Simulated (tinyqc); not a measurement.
## Thermal resistances of a two-die stack

Question. Heat leaves through the lower die only, and the system is linear. Find the resistance R1 from the lower die to the coolant, R2 between the dies, and the rise of the upper die when both are powered.

Inputs (values chosen for the exercise):
```
symbol  value  unit                 meaning
P1         12     W  power of the lower die
P2          9     W  power of the upper die
```

rises of the lower and upper die with only the lower one powered (K): [7.44, 7.44]
rises of the lower and upper die with only the upper one powered (K): [5.58, 9.27]

Solution. With only the lower die powered no heat crosses R2, so both dies rise by P1 R1; the difference in the second test is P2 R2; rises add.

R1 = 0.6200 K/W
R2 = 0.4100 K/W
rise of the upper die = 16.71 K

Program tinyqc, `OMP_NUM_THREADS=1 python tinyqc.py 2162074 2162075 out.jsonl`; Intel Xeon 2.30GHz, shared host, one thread, about 0.02 s.
